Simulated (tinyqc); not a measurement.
Inside a calculation. Model: threshold-voltage variability of a planar MOSFET, analytic estimates.

Numbers from tinyqc (`OMP_NUM_THREADS=1 python tinyqc.py 2090046 2090047 out.jsonl`; about 0.01 s on one thread of a shared Intel Xeon 2.30GHz). Printed values are rounded.

Three independent sources add in quadrature: random dopants in the depleted layer, metal-gate grains of two orientations, and roughness of the two gate edges acting through the roll-off VT = VT(long) - Vr exp(-L/l). These are first-order estimates: no three-dimensional electrostatics, no percolation.

Inputs (values chosen for the exercise); material values close to those of silicon:
- T = 293 K (temperature)
- Eg = 1.13 eV (band gap)
- eps_r = 11.8 (relative permittivity of the semiconductor)
- Nc = 2.7e19 cm^-3 (conduction-band density of states at T)
- Nv = 2.52e19 cm^-3 (valence-band density of states at T)
- Na = 3.7e17 cm^-3 (channel doping)
- ti = 2.4 nm (oxide-equivalent thickness in inversion)
- L = 90 nm (gate length)
- W = 160 nm (gate width)
- G = 4 nm (metal grain size)
- dW = 0.1 eV (work-function difference of the two grain orientations)
- p = 0.3 (share of the orientation of higher work function)
- De = 0.8 nm (rms roughness of one gate edge)
- La = 30 nm (correlation length of the roughness)
- l = 21 nm (decay length of the threshold roll-off)
- Vr = 1.9 V (prefactor of the roll-off)
- n = 1.46 (subthreshold factor)
- gI = 8 1/V (gm/I of a matched pair)
- sb = 2.6 % (spread of the gain factor of one device)
- Nb = 33554432 (number of cells)
- Y = 0.992 (wanted yield)

Constants: q = 1.602176634e-19 C, kB = 1.380649e-23 J/K, Vt = kB T/q, eps0 = 8.8541878128e-14 F/cm where lengths are in cm. Results are converted to the units shown.

## Random dopants

ni = sqrt(Nc Nv) exp(-Eg/(2 Vt)), Eg in volts; Cox = 3.9 eps0/ti; Wd = sqrt(4 eps0 eps_r Vt ln(Na/ni)/(q Na)); dopants: s1 = (q/Cox) sqrt(Na Wd/(3 L W)). The slope A1 = s1 sqrt(L W); mean number of dopants Na L W Wd.

Cox = 1.43881 uF/cm^2
Wd = 56.7949 nm
mean number of dopants = 302.603
A1 = 0.931973 mV um
s1 = 7.76644 mV

Counting alone, 1/sqrt(N) of the depletion voltage q Na Wd/Cox = 234 mV, would give sqrt(3) times more: dopants deep in the layer act less on the surface.

## Metal grains and edge roughness

Grains: Ng = L W/G^2 (at least 1), s2 = dW sqrt(p (1 - p)/Ng). Edges, with exponential correlation and u = W/La: the mean gate length has sL^2 = 2 De^2 (2/u)[1 - (1 - exp(-u))/u]; s3 = sL (Vr/l) exp(-L/l).

Ng = 900
s2 = 1.52753 mV
sL = 0.624848 nm
dVT/dL = 1.24529 mV/nm
s3 = 0.778120 mV

## Total spread, mismatch and leakage

s = sqrt(s1^2 + s2^2 + s3^2). For a pair: s(dVT) = sqrt(2) s; current mismatch sqrt(2) sqrt((gI s)^2 + sb^2); input offset = current mismatch/gI. For a Gaussian VT the off current is log-normal with mean/median = exp(s^2/(2 (n Vt)^2)).

s = 7.95339 mV
s(dVT) = 11.2478 mV
current mismatch = 9.72050 %
input offset = 12.1506 mV
mean/median of Ioff = 1.02355

The dopants give 95.4 % of the variance; without them s would be 1.71 mV.

## Iteration 1: margin in standard deviations for the wanted yield

k at the start = 3

Cells fail independently with probability Q(k) = erfc(k/sqrt(2))/2 when the margin is k standard deviations, and Y = exp(-Nb Q(k)). phi = exp(-k^2/2)/sqrt(2 pi). Newton steps on ln Q(k) = ln(-ln(Y)/Nb): k(new) = k + [ln Q - ln(-ln(Y)/Nb)] Q/phi.

Q(k) = 0.00134990
phi = 0.00443185
k after iteration 1 = 7.73493

## Iteration 2: margin in standard deviations for the wanted yield

As before.

Q(k) = 5.17286e-15
phi = 4.06598e-14
k after iteration 2 = 6.36826

## Course of the iteration: margin in standard deviations for the wanted yield

Stop when k changes by less than 1e-9, or after 30 iterations.

Course of the iteration:
```
iteration        k  |change|
1          7.73493      4.73
2          6.36826      1.37
3          6.22743     0.141
4          6.22591   1.52e-3
5          6.22591   1.77e-7
6          6.22591   < 1e-12
```

Converged in 6 iterations. At the end the number of correct digits about doubles with each step. With s(dVT) = 11.2 mV, 6.23 standard deviations are 70.0 mV.
